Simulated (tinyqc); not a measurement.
# Band bending at a free surface with one surface level, surface photovoltage and Kelvin probe, step by step

Numbers from tinyqc (`OMP_NUM_THREADS=1 python tinyqc.py 2430007 2430008 out.jsonl`; about 0.01 s on one thread of a shared Intel Xeon 2.30GHz). Printed values are rounded.

n-type bulk, xi = Ec - EF = Vt ln(Nc/Nd), p0 = ni^2/Nd, ni = sqrt(Nc Nv) exp(-Eg/(2 Vt)), Eg in volts. b is the upward band bending, u = b/Vt. Space charge per area, in units of q: Qc = sign(b) sqrt((2 eps0 eps_r Vt/q) [(Nd + dn)(exp(-u) - 1) + Nd u + (p0 + dn)(exp(u) - 1)]), with dn the excess density under light (flat quasi-Fermi levels; 0 in the dark). The level holds -Ns f, f = 1/(1 + exp((xi + b - Es)/Vt)). Neutrality: Qc + Qf + (charge of the states) = 0.

Inputs (values chosen for the exercise); band and dielectric values close to those of silicon: temperature T = 300 K; band gap Eg = 1.1 eV; relative permittivity eps_r = 11.7; conduction-band density of states at T Nc = 2.79e19 cm^-3; valence-band density of states at T Nv = 2.66e19 cm^-3; electron affinity chi = 4.08 eV; donor density Nd = 8.9e17 cm^-3; fixed positive charge at the surface Qf = 0 cm^-2; work function of the probe tip pt = 4.85 eV; density of an acceptor-like surface level Ns = 2.3e13 cm^-2; its depth below the conduction edge Es = 0.54 eV; excess carrier density under light dn = 1.8e16 cm^-3.

Constants: q = 1.602176634e-19 C, kB = 1.380649e-23 J/K, Vt = kB T/q, eps0 = 8.8541878128e-14 F/cm where lengths are in cm. Results are converted to the units shown.

## Bulk quantities

xi, ni, p0, the Debye length sqrt(eps0 eps_r Vt/(q Nd)) and the flat-band work function chi + xi.

xi = 0.08906429 eV
ni = 1.569096e10 cm^-3
p0 = 276.6363 cm^-3
Debye length = 4.333753 nm
chi + xi = 4.169064 eV

## Charges against band bending

b, point 0 to 6 (V): 0.152  0.254  0.355  0.456  0.558  0.659  0.761

Evaluate Qc, the surface charge Qf - Ns f and their sum in the dark; the root lies where the sum changes sign.

```
point   Qc (cm^-2)  surface charge (cm^-2)   sum (cm^-2)
0      1.205276e12            -2.299978e13  -2.179450e13
1      1.620436e12            -2.298870e13  -2.136826e13
2      1.946336e12            -2.245098e13  -2.050465e13
3      2.225005e12            -1.037719e13  -8.152184e12
4      2.474790e12            -3.599780e11   2.114812e12
5      2.699448e12             -7.349585e9   2.692099e12
6      2.908867e12             -1.421917e8   2.908725e12
```

The sum rises steadily with b, so there is one root; bisection gives b = 0.50708 V.

## Work function and Kelvin-probe reading

converged b = 0.5070782 V

Work function chi + xi + b; contact potential difference CPD = (work function of the sample) - pt. Depth of EF below Ec at the surface: xi + b. Depletion width Qc/Nd.

xi + b = 0.5961425 eV
Qc = 2.353405e12 cm^-2
Qc/Nd = 26.44276 nm
work function = 4.676142 eV
CPD = -173.8575 mV

The level is 10.2 % filled: the Fermi level is pinned at it.

## Surface photovoltage

Under chopped light the surface charge keeps its dark value, so b falls to bL with Qc(bL, dn) = Qc(b, 0); the photovoltage is b - bL. Qc rises with b, so bL follows by bisection.

bL = 0.1674984 V
photovoltage = 339.5798 mV
share of b removed = 66.96794 %
excess holes at the surface, dn exp(bL/Vt) = 1.172523e19 cm^-3
